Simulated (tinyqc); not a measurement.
Brillouin zone and empty-lattice bands of the bcc structure: sweeps and comparisons. A value that a table varies takes the place of the one given here.

Primitive vectors a (-1/2,1/2,1/2), a (1/2,-1/2,1/2), a (1/2,1/2,-1/2); one atom. Reciprocal vectors obey a_i.b_j = 2 pi delta_ij; k is given in units of 2 pi/a. Empty-lattice levels are c0 (2 pi/a)^2 |k + G|^2, c0 = hbar^2/2m0. Points: H = (1, 0, 0), N = (0.5, 0.5, 0), P = (0.5, 0.5, 0.5).

Constants: hbar^2/2m0 = 3.80998211 eV angstrom^2.

Inputs chosen for the exercise (out of a larger set: lattice near that of K; not measured data): a = 5.308 angstrom (lattice constant).

## Electron counts at which the sphere reaches the zone

Z = V kF^3/(3 pi^2), V the volume of the primitive cell, with kF = |k| of each point.

Results:

| point | \|k\| (2 pi/a) | Z per atom | EF there (eV) |
|---|---|---|---|
| H | 1.0000 | 4.189 | 5.339 |
| N | 0.7071 | 1.481 | 2.669 |
| P | 0.8660 | 2.721 | 4.004 |

The sphere first touches the zone at N, for Z = 1.481, and covers it at H, for Z = 4.189, while the zone itself holds 2 electrons per atom. These counts do not depend on a. First contact at 1.36 (fcc) and 1.48 (bcc) is the free-electron argument for the Hume-Rothery limits of brasses.

## Empty-lattice bands from Gamma to N

k = f x N; the eight lowest levels, degenerate ones repeated.

Levels (eV):

| f | 1 | 2 | 3 | 4 | 5 | 6 | 7 | 8 |
|---|---|---|---|---|---|---|---|---|
| 0.000 | 0.00 | 10.68 | 10.68 | 10.68 | 10.68 | 10.68 | 10.68 | 10.68 |
| 0.167 | 0.07 | 8.97 | 9.86 | 9.86 | 9.86 | 9.86 | 10.75 | 10.75 |
| 0.333 | 0.30 | 7.41 | 9.19 | 9.19 | 9.19 | 9.19 | 10.97 | 10.97 |
| 0.500 | 0.67 | 6.01 | 8.68 | 8.68 | 8.68 | 8.68 | 11.34 | 11.34 |
| 0.667 | 1.19 | 4.75 | 8.30 | 8.30 | 8.30 | 8.30 | 11.86 | 11.86 |
| 0.833 | 1.85 | 3.63 | 8.08 | 8.08 | 8.08 | 8.08 | 12.53 | 12.53 |
| 1.000 | 2.67 | 2.67 | 8.01 | 8.01 | 8.01 | 8.01 | 13.35 | 13.35 |

Band 1 is the parabola f^2 x 2.67 eV. The next levels start from the first shell of G at 10.68 eV; a branch falls at first if its G has a component against k, and branches cross. The second level ends at 2.67 eV and meets band 1 at the zone surface.

tinyqc: `OMP_NUM_THREADS=1 python tinyqc.py 1850839 1850840 out.jsonl`; about 0.01 s, one thread, shared Intel(R) Xeon(R) Processor @ 2.30GHz.
